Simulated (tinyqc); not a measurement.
Singlet against triplet in a field: parabolic quantum dot in a magnetic field (Fock-Darwin).

Two dimensions, V = m w0^2 r^2/2, one valley. hbar wc = 2 muB B/m, W = sqrt(w0^2 + wc^2/4), E(n, l, s) = (2n + |l| + 1) hbar W - l hbar wc/2 + s gs muB B, n = 0, 1, ..., l = 0, +/-1, ..., s = +/-1/2; length lam = sqrt(2c/(m hbar W)), c = hbar^2/2m0.

Two electrons, first order in the Coulomb energy: the singlet (0,0)^2 has 2W + J0 and the lowest triplet (0,0)(0,1) has 3W - wc/2 + J0/2 - Ez, with J0 = sqrt(pi/2) q/(eps lam), q = e^2/(4 pi eps0), Ez = |gs| muB B.

Exact treatment: the centre of mass separates with energy W, and the relative motion obeys [-(2c/m) Laplacian + (2c/m) r^2/(2 lam^2)^2 + q/(eps r)] psi = e_l psi for angular number l, solved in 14 Gaussians r^l exp(-a r^2), a = 1.7^i/(4 lam^2), i = -3 to 10. E(S) = W + e_0, E(T) = W + e_1 - wc/2 - Ez.

Constants: muB = 5.788381798e-05 eV/T; hbar^2/2m0 = 3.80998211 eV angstrom^2; e^2/(4 pi eps0) = 14.39964547 eV angstrom.

Parameters, chosen for this exercise (near those of a gate-defined dot in GaAs; shifted at random, so the results belong to these values and not to a real crystal): m = 0.067 m0 (mass); gs = -0.47 (g factor); w0 = 4.8 meV (confinement energy hbar w0); eps = 13.2 (dielectric constant); Bs = (0, 0.69, 1.4, 2.2, 3.3, 5, 7.2) T (fields).

For each field, first order and exact.

Energies (meV):
```
B (T)      J0  W - wc/2     Ez  E(T) - E(S), first order  exact
0       8.882     4.800  0.000                     0.359   2.39
0.69    8.916     4.241  0.019                    -0.236   1.79
1.4     9.020     3.741  0.038                    -0.808   1.23
2.2     9.212     3.262  0.060                    -1.404   0.65
3.3     9.579     2.732  0.090                    -2.147  -0.06
5.0    10.302     2.138  0.136                    -3.149  -1.00
7.2    11.364     1.637  0.196                    -4.241  -2.01
```

Exactly, the triplet drops below the singlet between 2.2 and 3.3 T. First order puts the crossing between 0 and 0.69 T; with J0/W = 1.85 at zero field it misses the splitting there by 2.03 meV. From the first row to the last the orbital cost falls by 3.16 meV, the Coulomb gain J0/2 (half direct, half exchange) grows by 1.24 meV and the Zeeman gain by 0.20 meV. States of higher angular number, which take over at higher fields, in soft dots already within such a table, are left out.

Run: tinyqc, `OMP_NUM_THREADS=1 python tinyqc.py 1280615 1280616 out.jsonl`; Intel(R) Xeon(R) Processor @ 2.30GHz, one thread, shared host; about 0.04 s of CPU time with all checks.
